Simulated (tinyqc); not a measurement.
Inside a calculation (part 1 of 2). Method: RHF in the 6-31g basis, for H4, spin multiplicity 1. Computed by tinyqc, a small Python program that keeps every step (integrals from PySCF). Settings: charge = 0, multiplicity = 1, basis = 6-31g, energy threshold = 1e-09, iteration cap = 51, orthogonalisation = symmetric, start = atomic densities, DIIS depth = 6, shift = 1.0, method = RHF. Command: `OMP_NUM_THREADS=1 python tinyqc.py 20889 20890 out.jsonl` (the two numbers bound the seeds that draw the settings). One thread of a shared host (Intel(R) Xeon(R) Processor @ 2.60GHz), about 0.06 s of CPU time with the checks. Later iterations appear only in the table of the cycle.

## One-electron integrals

Geometry (angstrom):
```
atom,x,y,z
H,0.000000,0.000000,0.000000
H,0.000000,0.000000,1.028000
H,0.000000,2.219000,0.000000
H,0.000000,2.219000,1.028000
```

Basis 6-31g: exponents (1/bohr^2) and contraction coefficients of normalised primitives:
```
element,l (shell),exponent,coefficient
H,s (1),18.731137,0.033495
H,s (1),2.825394,0.234727
H,s (1),0.640122,0.813757
H,s (2),0.161278,1.000000
```

Overlap, kinetic and nuclear-attraction integrals over the contracted functions; the nuclear repulsion is the sum of Za Zb / Rab.

nuclear repulsion = 1.93924507 hartree

overlap S, lower triangle:
```
,1H 1s,1H 2s,2H 1s,2H 2s,3H 1s,3H 2s,4H 1s,4H 2s
1H 1s,1.000000
1H 2s,0.658292,1.000000
2H 1s,0.235729,0.400901,1.000000
2H 2s,0.400901,0.737626,0.658292,1.000000
3H 1s,0.002409,0.065695,0.000715,0.040134,1.000000
3H 2s,0.065695,0.242213,0.040134,0.178663,0.658292,1.000000
4H 1s,0.000715,0.040134,0.002409,0.065695,0.235729,0.400901,1.000000
4H 2s,0.040134,0.178663,0.065695,0.242213,0.400901,0.737626,0.658292,1.000000
```

kinetic energy T (hartree), lower triangle:
```
,1H 1s,1H 2s,2H 1s,2H 2s,3H 1s,3H 2s,4H 1s,4H 2s
1H 1s,1.395678
1H 2s,0.259735,0.241917
2H 1s,0.015063,0.105591,1.395678
2H 2s,0.105591,0.142241,0.259735,0.241917
3H 1s,-0.006511,-0.013785,-0.002469,-0.013552,1.395678
3H 2s,-0.013785,0.003206,-0.013552,-0.006404,0.259735,0.241917
4H 1s,-0.002469,-0.013552,-0.006511,-0.013785,0.015063,0.105591,1.395678
4H 2s,-0.013552,-0.006404,-0.013785,0.003206,0.105591,0.142241,0.259735,0.241917
```

nuclear attraction V (hartree), lower triangle:
```
,1H 1s,1H 2s,2H 1s,2H 2s,3H 1s,3H 2s,4H 1s,4H 2s
1H 1s,-2.622212
1H 2s,-1.376420,-1.549153
2H 1s,-0.564056,-0.860522,-2.622212
2H 2s,-0.860522,-1.200221,-1.376420,-1.549153
3H 1s,-0.003998,-0.128378,-0.001240,-0.080617,-2.622212
3H 2s,-0.128378,-0.375555,-0.080617,-0.289649,-1.376420,-1.549153
4H 1s,-0.001240,-0.080617,-0.003998,-0.128378,-0.564056,-0.860522,-2.622212
4H 2s,-0.080617,-0.289649,-0.128378,-0.375555,-0.860522,-1.200221,-1.376420,-1.549153
```

core Hamiltonian H = T + V (hartree), lower triangle:
```
,1H 1s,1H 2s,2H 1s,2H 2s,3H 1s,3H 2s,4H 1s,4H 2s
1H 1s,-1.226534
1H 2s,-1.116685,-1.307236
2H 1s,-0.548993,-0.754930,-1.226534
2H 2s,-0.754930,-1.057979,-1.116685,-1.307236
3H 1s,-0.010510,-0.142163,-0.003709,-0.094169,-1.226534
3H 2s,-0.142163,-0.372349,-0.094169,-0.296054,-1.116685,-1.307236
4H 1s,-0.003709,-0.094169,-0.010510,-0.142163,-0.548993,-0.754930,-1.226534
4H 2s,-0.094169,-0.296054,-0.142163,-0.372349,-0.754930,-1.057979,-1.116685,-1.307236
```

## Two-electron integrals

Functions are numbered as in S; the eight-fold symmetry (ij|kl) = (ji|kl) = (kl|ij) leaves the list below.

Two-electron integrals (ij|kl) in chemists' order, unique and non-zero (hartree):
```
i,j,k,l,(ij|kl)
1,1,1,1,1.076566
2,1,1,1,0.578470
2,1,2,1,0.329423
2,2,1,1,0.587396
2,2,2,1,0.361304
2,2,2,2,0.453150
3,1,1,1,0.188987
3,1,2,1,0.110451
3,1,2,2,0.125521
3,1,3,1,0.051610
3,2,1,1,0.229277
3,2,2,1,0.143132
3,2,2,2,0.182788
3,2,3,1,0.073063
3,2,3,2,0.121078
3,3,1,1,0.506812
3,3,2,1,0.325372
3,3,2,2,0.435904
3,3,3,1,0.188987
3,3,3,2,0.342400
3,3,3,3,1.076566
4,1,1,1,0.342400
4,1,2,1,0.196271
4,1,2,2,0.217513
4,1,3,1,0.073063
4,1,3,2,0.097496
4,1,3,3,0.229277
4,1,4,1,0.121078
4,2,1,1,0.398913
4,2,2,1,0.247862
4,2,2,2,0.318049
4,2,3,1,0.100102
4,2,3,2,0.157216
4,2,3,3,0.398913
4,2,4,1,0.157216
4,2,4,2,0.246555
4,3,1,1,0.325372
4,3,2,1,0.207386
4,3,2,2,0.277177
4,3,3,1,0.110451
4,3,3,2,0.196271
4,3,3,3,0.578470
4,3,4,1,0.143132
4,3,4,2,0.247862
4,3,4,3,0.329423
4,4,1,1,0.435904
4,4,2,1,0.277177
4,4,2,2,0.375831
4,4,3,1,0.125521
4,4,3,2,0.217513
4,4,3,3,0.587396
4,4,4,1,0.182788
4,4,4,2,0.318049
4,4,4,3,0.361304
4,4,4,4,0.453150
5,1,1,1,0.001139
5,1,2,1,0.000733
5,1,2,2,0.000997
5,1,3,1,0.000244
5,1,3,2,0.000365
5,1,3,3,0.000842
5,1,4,1,0.000440
5,1,4,2,0.000694
5,1,4,3,0.000553
5,1,4,4,0.000809
5,1,5,1,0.000005
5,2,1,1,0.019367
5,2,2,1,0.012728
5,2,2,2,0.018957
5,2,3,1,0.004380
5,2,3,2,0.007031
5,2,3,3,0.016804
5,2,4,1,0.007706
5,2,4,2,0.013506
5,2,4,3,0.011058
5,2,4,4,0.016669
5,2,5,1,0.000098
5,2,5,2,0.003171
5,3,1,1,0.000308
5,3,2,1,0.000200
5,3,2,2,0.000279
5,3,3,1,0.000079
5,3,3,2,0.000128
5,3,3,3,0.000308
5,3,4,1,0.000128
5,3,4,2,0.000218
5,3,4,3,0.000200
5,3,4,4,0.000280
5,3,5,1,1.29e-06
5,3,5,2,0.000026
5,3,5,3,4.61e-07
5,4,1,1,0.011768
5,4,2,1,0.007735
5,4,2,2,0.011527
5,4,3,1,0.002743
5,4,3,2,0.004468
5,4,3,3,0.010750
5,4,4,1,0.004737
5,4,4,2,0.008436
5,4,4,3,0.007072
5,4,4,4,0.010627
5,4,5,1,0.000059
5,4,5,2,0.001897
5,4,5,3,0.000017
5,4,5,4,0.001178
5,5,1,1,0.238475
5,5,2,1,0.156984
5,5,2,2,0.237966
5,5,3,1,0.054689
5,5,3,2,0.089443
5,5,3,3,0.216383
5,5,4,1,0.095230
5,5,4,2,0.171089
5,5,4,3,0.142443
5,5,4,4,0.216227
5,5,5,1,0.001139
5,5,5,2,0.050732
5,5,5,3,0.000308
5,5,5,4,0.030183
5,5,5,5,1.076566
6,1,1,1,0.050732
6,1,2,1,0.029738
6,1,2,2,0.034173
6,1,3,1,0.009952
6,1,3,2,0.013331
6,1,3,3,0.030386
6,1,4,1,0.017755
6,1,4,2,0.023525
6,1,4,3,0.019501
6,1,4,4,0.026546
6,1,5,1,0.000098
6,1,5,2,0.001634
6,1,5,3,0.000026
6,1,5,4,0.000990
6,1,5,5,0.019367
6,1,6,1,0.003171
6,2,1,1,0.101285
6,2,2,1,0.064651
6,2,2,2,0.088521
6,2,3,1,0.022329
6,2,3,2,0.034291
6,2,3,3,0.081703
6,2,4,1,0.039042
6,2,4,2,0.062675
6,2,4,3,0.053000
6,2,4,4,0.075884
6,2,5,1,0.000334
6,2,5,2,0.007641
6,2,5,3,0.000092
6,2,5,4,0.004624
6,2,5,5,0.101285
6,2,6,1,0.007641
6,2,6,2,0.026585
6,3,1,1,0.021224
6,3,2,1,0.013398
6,3,2,2,0.017530
6,3,3,1,0.006562
6,3,3,2,0.010980
6,3,3,3,0.030183
6,3,4,1,0.009045
6,3,4,2,0.014954
6,3,4,3,0.017793
6,3,4,4,0.020639
6,3,5,1,0.000045
6,3,5,2,0.000866
6,3,5,3,0.000017
6,3,5,4,0.000560
6,3,5,5,0.010750
6,3,6,1,0.001417
6,3,6,2,0.003982
6,3,6,3,0.001178
6,4,1,1,0.070400
6,4,2,1,0.045166
6,4,2,2,0.062675
6,4,3,1,0.017437
6,4,3,2,0.028377
6,4,3,3,0.070400
6,4,4,1,0.028377
6,4,4,2,0.048164
6,4,4,3,0.045166
6,4,4,4,0.062675
6,4,5,1,0.000228
6,4,5,2,0.005287
6,4,5,3,0.000073
6,4,5,4,0.003359
6,4,5,5,0.070400
6,4,6,1,0.005287
6,4,6,2,0.018659
6,4,6,3,0.003359
6,4,6,4,0.014465
6,5,1,1,0.156984
6,5,2,1,0.103329
6,5,2,2,0.156342
6,5,3,1,0.036001
6,5,3,2,0.058877
6,5,3,3,0.142443
6,5,4,1,0.062682
6,5,4,2,0.112446
6,5,4,3,0.093767
6,5,4,4,0.142219
6,5,5,1,0.000733
6,5,5,2,0.029738
6,5,5,3,0.000200
6,5,5,4,0.017793
6,5,5,5,0.578470
6,5,6,1,0.012728
6,5,6,2,0.064651
6,5,6,3,0.007072
6,5,6,4,0.045166
6,5,6,5,0.329423
6,6,1,1,0.237966
6,6,2,1,0.156342
6,6,2,2,0.234364
6,6,3,1,0.054589
6,6,3,2,0.089244
6,6,3,3,0.216227
6,6,4,1,0.094853
6,6,4,2,0.168883
6,6,4,3,0.142219
6,6,4,4,0.214507
6,6,5,1,0.000997
6,6,5,2,0.034173
6,6,5,3,0.000280
6,6,5,4,0.020639
6,6,5,5,0.587396
6,6,6,1,0.018957
6,6,6,2,0.088521
6,6,6,3,0.010627
6,6,6,4,0.062675
6,6,6,5,0.361304
6,6,6,6,0.453150
7,1,1,1,0.000308
7,1,2,1,0.000200
7,1,2,2,0.000280
7,1,3,1,0.000079
7,1,3,2,0.000128
7,1,3,3,0.000308
7,1,4,1,0.000128
7,1,4,2,0.000218
7,1,4,3,0.000200
7,1,4,4,0.000279
7,1,5,1,1.29e-06
7,1,5,2,0.000026
7,1,5,3,4.61e-07
7,1,5,4,0.000017
7,1,5,5,0.000308
7,1,6,1,0.000026
7,1,6,2,0.000092
7,1,6,3,0.000017
7,1,6,4,0.000073
7,1,6,5,0.000200
7,1,6,6,0.000279
7,1,7,1,4.61e-07
7,2,1,1,0.010750
7,2,2,1,0.007072
7,2,2,2,0.010627
7,2,3,1,0.002743
7,2,3,2,0.004737
7,2,3,3,0.011768
7,2,4,1,0.004468
7,2,4,2,0.008436
7,2,4,3,0.007735
7,2,4,4,0.011527
7,2,5,1,0.000045
7,2,5,2,0.001417
7,2,5,3,0.000017
7,2,5,4,0.000969
7,2,5,5,0.021224
7,2,6,1,0.000866
7,2,6,2,0.003982
7,2,6,3,0.000611
7,2,6,4,0.003359
7,2,6,5,0.013398
7,2,6,6,0.017530
7,2,7,1,0.000017
7,2,7,2,0.001178
7,3,1,1,0.000842
7,3,2,1,0.000553
7,3,2,2,0.000809
7,3,3,1,0.000244
7,3,3,2,0.000440
7,3,3,3,0.001139
7,3,4,1,0.000365
7,3,4,2,0.000694
7,3,4,3,0.000733
7,3,4,4,0.000997
7,3,5,1,2.89e-06
7,3,5,2,0.000066
7,3,5,3,1.29e-06
7,3,5,4,0.000045
7,3,5,5,0.000842
7,3,6,1,0.000066
7,3,6,2,0.000251
7,3,6,3,0.000059
7,3,6,4,0.000228
7,3,6,5,0.000553
7,3,6,6,0.000809
7,3,7,1,1.29e-06
7,3,7,2,0.000059
7,3,7,3,0.000005
7,4,1,1,0.016804
7,4,2,1,0.011058
7,4,2,2,0.016669
7,4,3,1,0.004380
7,4,3,2,0.007706
7,4,3,3,0.019367
7,4,4,1,0.007031
7,4,4,2,0.013506
7,4,4,3,0.012728
7,4,4,4,0.018957
7,4,5,1,0.000066
7,4,5,2,0.002045
7,4,5,3,0.000026
7,4,5,4,0.001417
7,4,5,5,0.030386
7,4,6,1,0.001327
7,4,6,2,0.006047
7,4,6,3,0.000990
7,4,6,4,0.005287
7,4,6,5,0.019501
7,4,6,6,0.026546
7,4,7,1,0.000026
7,4,7,2,0.001897
7,4,7,3,0.000098
7,4,7,4,0.003171
7,5,1,1,0.054689
7,5,2,1,0.036001
7,5,2,2,0.054589
7,5,3,1,0.013206
7,5,3,2,0.022262
7,5,3,3,0.054689
7,5,4,1,0.022262
7,5,4,2,0.041296
7,5,4,3,0.036001
7,5,4,4,0.054589
7,5,5,1,0.000244
7,5,5,2,0.009952
7,5,5,3,0.000079
7,5,5,4,0.006562
7,5,5,5,0.188987
7,5,6,1,0.004380
7,5,6,2,0.022329
7,5,6,3,0.002743
7,5,6,4,0.017437
7,5,6,5,0.110451
7,5,6,6,0.125521
7,5,7,1,0.000079
7,5,7,2,0.006562
7,5,7,3,0.000244
7,5,7,4,0.009952
7,5,7,5,0.051610
7,6,1,1,0.089443
7,6,2,1,0.058877
7,6,2,2,0.089244
7,6,3,1,0.022262
7,6,3,2,0.038306
7,6,3,3,0.095230
7,6,4,1,0.036787
7,6,4,2,0.069508
7,6,4,3,0.062682
7,6,4,4,0.094853
7,6,5,1,0.000365
7,6,5,2,0.013331
7,6,5,3,0.000128
7,6,5,4,0.009045
7,6,5,5,0.229277
7,6,6,1,0.007031
7,6,6,2,0.034291
7,6,6,3,0.004737
7,6,6,4,0.028377
7,6,6,5,0.143132
7,6,6,6,0.182788
7,6,7,1,0.000128
7,6,7,2,0.010980
7,6,7,3,0.000440
7,6,7,4,0.017755
7,6,7,5,0.073063
7,6,7,6,0.121078
7,7,1,1,0.216383
7,7,2,1,0.142443
7,7,2,2,0.216227
7,7,3,1,0.054689
7,7,3,2,0.095230
7,7,3,3,0.238475
7,7,4,1,0.089443
7,7,4,2,0.171089
7,7,4,3,0.156984
7,7,4,4,0.237966
7,7,5,1,0.000842
7,7,5,2,0.030386
7,7,5,3,0.000308
7,7,5,4,0.021224
7,7,5,5,0.506812
7,7,6,1,0.016804
7,7,6,2,0.081703
7,7,6,3,0.011768
7,7,6,4,0.070400
7,7,6,5,0.325372
7,7,6,6,0.435904
7,7,7,1,0.000308
7,7,7,2,0.030183
7,7,7,3,0.001139
7,7,7,4,0.050732
7,7,7,5,0.188987
7,7,7,6,0.342400
7,7,7,7,1.076566
8,1,1,1,0.030183
8,1,2,1,0.017793
8,1,2,2,0.020639
8,1,3,1,0.006562
8,1,3,2,0.009045
8,1,3,3,0.021224
8,1,4,1,0.010980
8,1,4,2,0.014954
8,1,4,3,0.013398
8,1,4,4,0.017530
8,1,5,1,0.000059
8,1,5,2,0.000990
8,1,5,3,0.000017
8,1,5,4,0.000611
8,1,5,5,0.011768
8,1,6,1,0.001897
8,1,6,2,0.004624
8,1,6,3,0.000969
8,1,6,4,0.003359
8,1,6,5,0.007735
8,1,6,6,0.011527
8,1,7,1,0.000017
8,1,7,2,0.000560
8,1,7,3,0.000045
8,1,7,4,0.000866
8,1,7,5,0.002743
8,1,7,6,0.004468
8,1,7,7,0.010750
8,1,8,1,0.001178
8,2,1,1,0.070400
8,2,2,1,0.045166
8,2,2,2,0.062675
8,2,3,1,0.017437
8,2,3,2,0.028377
8,2,3,3,0.070400
8,2,4,1,0.028377
8,2,4,2,0.048164
8,2,4,3,0.045166
8,2,4,4,0.062675
8,2,5,1,0.000228
8,2,5,2,0.005287
8,2,5,3,0.000073
8,2,5,4,0.003359
8,2,5,5,0.070400
8,2,6,1,0.005287
8,2,6,2,0.018659
8,2,6,3,0.003359
8,2,6,4,0.014465
8,2,6,5,0.045166
8,2,6,6,0.062675
8,2,7,1,0.000073
8,2,7,2,0.003359
8,2,7,3,0.000228
8,2,7,4,0.005287
8,2,7,5,0.017437
8,2,7,6,0.028377
8,2,7,7,0.070400
8,2,8,1,0.003359
8,2,8,2,0.014465
8,3,1,1,0.030386
8,3,2,1,0.019501
8,3,2,2,0.026546
8,3,3,1,0.009952
8,3,3,2,0.017755
8,3,3,3,0.050732
8,3,4,1,0.013331
8,3,4,2,0.023525
8,3,4,3,0.029738
8,3,4,4,0.034173
8,3,5,1,0.000066
8,3,5,2,0.001327
8,3,5,3,0.000026
8,3,5,4,0.000866
8,3,5,5,0.016804
8,3,6,1,0.002045
8,3,6,2,0.006047
8,3,6,3,0.001897
8,3,6,4,0.005287
8,3,6,5,0.011058
8,3,6,6,0.016669
8,3,7,1,0.000026
8,3,7,2,0.000990
8,3,7,3,0.000098
8,3,7,4,0.001634
8,3,7,5,0.004380
8,3,7,6,0.007706
8,3,7,7,0.019367
8,3,8,1,0.001417
8,3,8,2,0.005287
8,3,8,3,0.003171
8,4,1,1,0.081703
8,4,2,1,0.053000
8,4,2,2,0.075884
8,4,3,1,0.022329
8,4,3,2,0.039042
8,4,3,3,0.101285
8,4,4,1,0.034291
8,4,4,2,0.062675
8,4,4,3,0.064651
8,4,4,4,0.088521
8,4,5,1,0.000251
8,4,5,2,0.006047
8,4,5,3,0.000092
8,4,5,4,0.003982
8,4,5,5,0.081703
8,4,6,1,0.006047
8,4,6,2,0.022049
8,4,6,3,0.004624
8,4,6,4,0.018659
8,4,6,5,0.053000
8,4,6,6,0.075884
8,4,7,1,0.000092
8,4,7,2,0.004624
8,4,7,3,0.000334
8,4,7,4,0.007641
8,4,7,5,0.022329
8,4,7,6,0.039042
8,4,7,7,0.101285
8,4,8,1,0.003982
8,4,8,2,0.018659
8,4,8,3,0.007641
8,4,8,4,0.026585
8,5,1,1,0.095230
8,5,2,1,0.062682
8,5,2,2,0.094853
8,5,3,1,0.022262
8,5,3,2,0.036787
8,5,3,3,0.089443
8,5,4,1,0.038306
8,5,4,2,0.069508
8,5,4,3,0.058877
8,5,4,4,0.089244
8,5,5,1,0.000440
8,5,5,2,0.017755
8,5,5,3,0.000128
8,5,5,4,0.010980
8,5,5,5,0.342400
8,5,6,1,0.007706
8,5,6,2,0.039042
8,5,6,3,0.004468
8,5,6,4,0.028377
8,5,6,5,0.196271
8,5,6,6,0.217513
8,5,7,1,0.000128
8,5,7,2,0.009045
8,5,7,3,0.000365
8,5,7,4,0.013331
8,5,7,5,0.073063
8,5,7,6,0.097496
8,5,7,7,0.229277
8,5,8,1,0.004737
8,5,8,2,0.028377
8,5,8,3,0.007031
8,5,8,4,0.034291
8,5,8,5,0.121078
8,6,1,1,0.171089
8,6,2,1,0.112446
8,6,2,2,0.168883
8,6,3,1,0.041296
8,6,3,2,0.069508
8,6,3,3,0.171089
8,6,4,1,0.069508
8,6,4,2,0.127516
8,6,4,3,0.112446
8,6,4,4,0.168883
8,6,5,1,0.000694
8,6,5,2,0.023525
8,6,5,3,0.000218
8,6,5,4,0.014954
8,6,5,5,0.398913
8,6,6,1,0.013506
8,6,6,2,0.062675
8,6,6,3,0.008436
8,6,6,4,0.048164
8,6,6,5,0.247862
8,6,6,6,0.318049
8,6,7,1,0.000218
8,6,7,2,0.014954
8,6,7,3,0.000694
8,6,7,4,0.023525
8,6,7,5,0.100102
8,6,7,6,0.157216
8,6,7,7,0.398913
8,6,8,1,0.008436
8,6,8,2,0.048164
8,6,8,3,0.013506
8,6,8,4,0.062675
8,6,8,5,0.157216
8,6,8,6,0.246555
8,7,1,1,0.142443
8,7,2,1,0.093767
8,7,2,2,0.142219
8,7,3,1,0.036001
8,7,3,2,0.062682
8,7,3,3,0.156984
8,7,4,1,0.058877
8,7,4,2,0.112446
8,7,4,3,0.103329
8,7,4,4,0.156342
8,7,5,1,0.000553
8,7,5,2,0.019501
8,7,5,3,0.000200
8,7,5,4,0.013398
8,7,5,5,0.325372
8,7,6,1,0.011058
8,7,6,2,0.053000
8,7,6,3,0.007735
8,7,6,4,0.045166
8,7,6,5,0.207386
8,7,6,6,0.277177
8,7,7,1,0.000200
8,7,7,2,0.017793
8,7,7,3,0.000733
8,7,7,4,0.029738
8,7,7,5,0.110451
8,7,7,6,0.196271
8,7,7,7,0.578470
8,7,8,1,0.007072
8,7,8,2,0.045166
8,7,8,3,0.012728
8,7,8,4,0.064651
8,7,8,5,0.143132
8,7,8,6,0.247862
8,7,8,7,0.329423
8,8,1,1,0.216227
8,8,2,1,0.142219
8,8,2,2,0.214507
8,8,3,1,0.054589
8,8,3,2,0.094853
8,8,3,3,0.237966
8,8,4,1,0.089244
8,8,4,2,0.168883
8,8,4,3,0.156342
8,8,4,4,0.234364
8,8,5,1,0.000809
8,8,5,2,0.026546
8,8,5,3,0.000279
8,8,5,4,0.017530
8,8,5,5,0.435904
8,8,6,1,0.016669
8,8,6,2,0.075884
8,8,6,3,0.011527
8,8,6,4,0.062675
8,8,6,5,0.277177
8,8,6,6,0.375831
8,8,7,1,0.000280
8,8,7,2,0.020639
8,8,7,3,0.000997
8,8,7,4,0.034173
8,8,7,5,0.125521
8,8,7,6,0.217513
8,8,7,7,0.587396
8,8,8,1,0.010627
8,8,8,2,0.062675
8,8,8,3,0.018957
8,8,8,4,0.088521
8,8,8,5,0.182788
8,8,8,6,0.318049
8,8,8,7,0.361304
8,8,8,8,0.453150
```

## Orthogonalisation

S = U s U^T; symmetric (Loewdin) form X = U s^(-1/2) U^T, so that X^T S X = 1.

eigenvalues of S: 0.115736  0.187516  0.320386  0.446193  0.845666  0.904372  2.228969  2.951162

X, lower triangle:
```
,1H 1s,1H 2s,2H 1s,2H 2s,3H 1s,3H 2s,4H 1s,4H 2s
1H 1s,1.260650
1H 2s,-0.514528,1.715199
2H 1s,-0.035666,0.027805,1.260650
2H 2s,0.027805,-0.682347,-0.514528,1.715199
3H 1s,-0.009689,0.053536,-0.007760,0.007657,1.260650
3H 2s,0.053536,-0.246156,0.007657,0.084934,-0.514528,1.715199
4H 1s,-0.007760,0.007657,-0.009689,0.053536,-0.035666,0.027805,1.260650
4H 2s,0.007657,0.084934,0.053536,-0.246156,0.027805,-0.682347,-0.514528,1.715199
```

## Starting guess

The start is atomic minimal-basis densities projected into this basis (PySCF's MINAO start) and scaled to the electron count of each spin; this density is not idempotent, so its energy is not variational and may lie below the converged one.

D at the start, lower triangle:
```
,1H 1s,1H 2s,2H 1s,2H 2s,3H 1s,3H 2s,4H 1s,4H 2s
1H 1s,0.273269
1H 2s,0.295689,0.320751
2H 1s,-0.006807,0.002778,0.273269
2H 2s,0.002778,0.014373,0.295689,0.320751
3H 1s,-0.005220,0.003316,-0.003118,0.002004,0.273269
3H 2s,0.003316,0.013725,0.002004,0.008680,0.295689,0.320751
4H 1s,-0.003118,0.002004,-0.005220,0.003316,-0.006807,0.002778,0.273269
4H 2s,0.002004,0.008680,0.003316,0.013725,0.002778,0.014373,0.295689,0.320751
```

## Iteration 1: building the Fock matrix

J_ij = sum D_kl (ij|kl), K_ij = sum D_kl (ik|jl); F = H + J - 0.5 K; E = tr D H + tr D J / 2 - 0.25 tr D K + E_nn.

Coulomb J (hartree), lower triangle:
```
,1H 1s,1H 2s,2H 1s,2H 2s,3H 1s,3H 2s,4H 1s,4H 2s
1H 1s,1.768266
1H 2s,1.079762,1.390109
2H 1s,0.428267,0.676996,1.768266
2H 2s,0.676996,1.067173,1.079762,1.390109
3H 1s,0.003831,0.107895,0.001190,0.067860,1.768266
3H 2s,0.107895,0.350664,0.067860,0.268845,1.079762,1.390109
4H 1s,0.001190,0.067860,0.003831,0.107895,0.428267,0.676996,1.768266
4H 2s,0.067860,0.268845,0.107895,0.350664,0.676996,1.067173,1.079762,1.390109
```

exchange K (hartree), lower triangle:
```
,1H 1s,1H 2s,2H 1s,2H 2s,3H 1s,3H 2s,4H 1s,4H 2s
1H 1s,0.847469
1H 2s,0.688892,0.692066
2H 1s,0.401385,0.530347,0.847469
2H 2s,0.530347,0.621706,0.688892,0.692066
3H 1s,0.029124,0.114193,0.022173,0.092897,0.847469
3H 2s,0.114193,0.207992,0.092897,0.189299,0.688892,0.692066
4H 1s,0.022173,0.092897,0.029124,0.114193,0.401385,0.530347,0.847469
4H 2s,0.092897,0.189299,0.114193,0.207992,0.530347,0.621706,0.688892,0.692066
```

Fock matrix F (hartree), lower triangle:
```
,1H 1s,1H 2s,2H 1s,2H 2s,3H 1s,3H 2s,4H 1s,4H 2s
1H 1s,0.117998
1H 2s,-0.381369,-0.263160
2H 1s,-0.321419,-0.343108,0.117998
2H 2s,-0.343108,-0.301659,-0.381369,-0.263160
3H 1s,-0.021241,-0.091364,-0.013605,-0.072758,0.117998
3H 2s,-0.091364,-0.125681,-0.072758,-0.121858,-0.381369,-0.263160
4H 1s,-0.013605,-0.072758,-0.021241,-0.091364,-0.321419,-0.343108,0.117998
4H 2s,-0.072758,-0.121858,-0.091364,-0.125681,-0.343108,-0.301659,-0.381369,-0.263160
```

total energy of this density = -1.51021115 hartree

This density is the starting one; it is not idempotent, so its energy is not variational and may lie below the converged one.

## Iteration 1: diagonalisation and new density

A level shift of 1 hartree raises the virtual space: F + shift (S - S D(s) S), with D(s) the density of one spin (D/2). Diagonalise F' = X^T F X, C = X C', fill 2 alpha and 2 beta electrons from the bottom; D = 2 C_occ C_occ^T. Each column has its largest component positive (the first on a tie).

F' = X^T F X (hartree), lower triangle:
```
,1,2,3,4,5,6,7,8
1,1.371688
2,-0.818783,1.018924
3,-0.273876,-0.234860,1.371688
4,-0.234860,-0.366330,-0.818783,1.018924
5,0.000948,-0.029393,-0.000197,-0.020125,1.371688
6,-0.029393,-0.164753,-0.020125,-0.068557,-0.818783,1.018924
7,-0.000197,-0.020125,0.000948,-0.029393,-0.273876,-0.234860,1.371688
8,-0.020125,-0.068557,-0.029393,-0.164753,-0.234860,-0.366330,-0.818783,1.018924
```

orbital energies (hartree): MO1 -0.395337, MO2 -0.018177, MO3 0.848324, MO4 0.982532, MO5 1.913185, MO6 2.001143, MO7 2.087442, MO8 2.143337

coefficients C:
```
,MO1,MO2,MO3,MO4,MO5,MO6,MO7,MO8
1H 1s,0.187502,0.212072,0.186731,0.203477,0.612084,0.644972,-0.667538,-0.682975
1H 2s,0.224198,0.260383,0.681325,0.837401,-0.430045,-0.603081,0.815459,1.116522
2H 1s,0.187502,0.212072,-0.186731,-0.203477,0.612084,0.644972,0.667538,0.682975
2H 2s,0.224198,0.260383,-0.681325,-0.837401,-0.430045,-0.603081,-0.815459,-1.116522
3H 1s,0.187502,-0.212072,0.186731,-0.203477,0.612084,-0.644972,-0.667538,0.682975
3H 2s,0.224198,-0.260383,0.681325,-0.837401,-0.430045,0.603081,0.815459,-1.116522
4H 1s,0.187502,-0.212072,-0.186731,0.203477,0.612084,-0.644972,0.667538,-0.682975
4H 2s,0.224198,-0.260383,-0.681325,0.837401,-0.430045,0.603081,-0.815459,1.116522
```

D after iteration 1, lower triangle:
```
,1H 1s,1H 2s,2H 1s,2H 2s,3H 1s,3H 2s,4H 1s,4H 2s
1H 1s,0.160263
1H 2s,0.194515,0.236128
2H 1s,0.160263,0.194515,0.160263
2H 2s,0.194515,0.236128,0.194515,0.236128
3H 1s,-0.019635,-0.026365,-0.019635,-0.026365,0.160263
3H 2s,-0.026365,-0.035070,-0.026365,-0.035070,0.194515,0.236128
4H 1s,-0.019635,-0.026365,-0.019635,-0.026365,0.160263,0.194515,0.160263
4H 2s,-0.026365,-0.035070,-0.026365,-0.035070,0.194515,0.236128,0.194515,0.236128
```
